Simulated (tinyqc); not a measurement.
Gain factor and gap resistance from two string resistances.

Problem. At small bit-line voltage each of the 48 cells has the resistance 1/(K x) at overdrive x (no mobility reduction) in series with a gap resistance Rg. Find K, Rg and the share of the gaps at the higher overdrive.

resistance of a string of 48 equal cells at overdrives of 3 and 7.6 V (kohm): [2438.8406, 1035.3318]

Solution. The resistance per cell is a straight line in 1/x with slope 1/K and intercept Rg.

K = 6.90 uA/V^2
Rg = 2.50 kohm
share of the gaps = 11.6 %

Program tinyqc, `OMP_NUM_THREADS=1 python tinyqc.py 2142080 2142081 out.jsonl`; Intel Xeon 2.30GHz, shared host, one thread, about 0.9 s.
